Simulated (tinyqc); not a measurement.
Index and thickness from Psi and Delta.

Question. Air (index 1), film, substrate with N2 = n2 - i k2; time factor exp(+i w t). q_j = sqrt(N_j^2 - sin^2 th), root with positive real part. Fresnel coefficients r_s = (q_a - q_b)/(q_a + q_b), r_p = (N_b^2 q_a - N_a^2 q_b)/(N_b^2 q_a + N_a^2 q_b). tan(Psi) exp(i Delta) = R_p/R_s, Delta taken from 0 to 360 degrees. beta = 2 pi d q1/lam, X = exp(-2 i beta), R = (r01 + r12 X)/(1 + r01 r12 X) for p and s. The film is transparent, with 1.15 < n1 < 2.9 and d under half a period. Find n1, d and the period.

Inputs (values chosen for the exercise):
```
symbol,value,unit,meaning
lam,405,nm,wavelength
th,65,degrees,angle of incidence
n2,5.42,,index of the substrate
k2,0.329,,extinction coefficient of the substrate
```

Psi = 30.595047 degrees
Delta = 114.29744 degrees

Answer. Two measured angles fix two unknowns; a search from many starts finds one solution in the range given. Thicker films with d plus a multiple of the period give the same angles.

n1 = 1.632
d = 30.80 nm
period = 149.2 nm

Program tinyqc, `OMP_NUM_THREADS=1 python tinyqc.py 2870155 2870156 out.jsonl`; Intel Xeon 2.30GHz, shared host, one thread, about 0.5 s.
